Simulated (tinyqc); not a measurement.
Comparisons within one model: deep level as a short-range spherical well. A value that a table varies takes the place of the one given here.

A spherical well of radius R and depth V0 below the conduction edge, one mass m, c = hbar^2/2m0. The s level at binding Et solves k cot(k R) = -kappa with k = sqrt(m (V0 - Et)/c), kappa = sqrt(m Et/c); it exists for V0 > Vc = c (pi/2R)^2/m. Outside, psi falls as exp(-kappa r)/r.

Lucovsky model (delta well, plane-wave final states, no local-field factor): sigma = (32 pi alpha c/(3 n_r m Et)) (x - 1)^(3/2)/x^3, x = h nu/Et, c = hbar^2/2m0; 1 angstrom^2 = 1e-16 cm^2.

Constants: hbar^2/2m0 = 3.80998211 eV angstrom^2; fine-structure constant alpha = 0.007297352564; e^2/(4 pi eps0) = 14.39964547 eV angstrom; kB = 8.617333262e-05 eV/K.

Values chosen for the exercise (near those of InP; the results hold for these values, not for the real material):
```
symbol  value                                            unit      meaning
R       3.9                                              angstrom  radius of the well
m       0.078                                            m0        mass
fV      (1.04, 1.1, 1.27, 1.59, 1.91, 3.47, 4.81)                  V0/Vc
n_r     3.01                                                       refractive index
xs      (1.11, 1.29, 1.38, 1.9, 2.13, 3.28, 4.61, 7.04)            photon energies h nu/Et
eps     13                                                         static dielectric constant
T       250                                              K         temperature
Fs      (1, 5, 20, 50, 100, 200)                         kV/cm     fields
```

## From threshold to a deep level

Et against the depth at fixed R; near threshold Et = (pi^2/16)(V0 - Vc)^2/Vc.

Results:
```
V0/Vc  V0 (eV)   Et (eV)  threshold form (eV)  1/kappa (angstrom)  share outside
1.04     8.241  0.007598             0.007821                80.2          0.953
1.10     8.716   0.04556              0.04888                32.7          0.889
1.27    10.063    0.2981               0.3563                12.8          0.744
1.59    12.599     1.198                1.701                 6.4          0.562
1.91    15.135     2.465                4.048                 4.5          0.446
3.47    27.496     11.10                29.82                 2.1          0.209
4.81    38.114     19.93                70.95                 1.6          0.137
```

The threshold form holds to 10 % up to V0/Vc = 1.10 of those listed. There the state is mostly outside the well (95 % in the first row) and knows only Et, which is why a delta-well model works; more than half is inside from V0/Vc = 1.91 on. A second s level would need V0/Vc > 9. From V0/Vc = 1.91 on Et exceeds the gap of the host, about 1.35 eV, so those rows only show the model.

## Neutral against charged centre

Et = 0.45141 eV

Lucovsky cross-section, its shape relative to the peak, and the shape of a hydrogen-like centre relative to threshold: x^-4 exp(4 - 4 atan(e)/e)/(1 - exp(-2 pi/e)), e = sqrt(x - 1).

Results:
```
x     h nu (eV)  sigma (1e-18 cm^2)  relative to peak  hydrogen-like
1.11      0.501                23.5             0.213          0.756
1.29      0.582                64.0             0.582          0.503
1.38      0.623                78.4             0.713          0.418
1.90      0.858                 109             0.996          0.171
2.13      0.962                 109             0.994          0.123
3.28      1.481                85.8             0.780          0.035
4.61      2.081                61.5             0.560          0.013
7.04      3.178                37.4             0.340          0.004
```

The short-range centre starts from zero, reaches half its peak at x = 1.24 and peaks at x = 2; in the last row it still has 34 % of the peak. The Coulomb centre is largest at threshold and is down to 0.4 % there. Reading the peak as the threshold would misplace the level by a factor 2, here 0.45 eV. Rows above the gap, about 1.35 eV, are hidden by band-to-band absorption.

## Emission in a field

Barrier lowering for a charged centre (Poole-Frenkel) is 2 sqrt(q e F/eps), q = e^2/(4 pi eps0), and for the neutral well e F R; the one-dimensional enhancement is exp(lowering/kB T). 1 kV/cm = 1e-5 V/angstrom; tunnelling is left out.

Results:
```
F (kV/cm)  lowering, charged (meV)  enhancement  saddle at (angstrom)  lowering, neutral (meV)  enhancement
1                              6.7         1.36                   333                     0.04        1.002
5                             14.9         2.00                   149                     0.20        1.009
20                            29.8         3.98                    74                     0.78        1.037
50                            47.1         8.89                    47                     1.95        1.095
100                           66.6         22.0                    33                     3.90        1.198
200                           94.1         79.0                    24                     7.80        1.436
```

At 200 kV/cm the charged centre emits 79 times faster and the neutral one 1.44 times: the logarithm of the enhancement is linear in sqrt(F) for the first and in F for the second, which tells the charge state. The largest lowering is 21 % of Et.

(tinyqc, `OMP_NUM_THREADS=1 python tinyqc.py 1251431 1251432 out.jsonl`, Intel(R) Xeon(R) Processor @ 2.30GHz, 1 thread, shared host, about 0.01 s.)
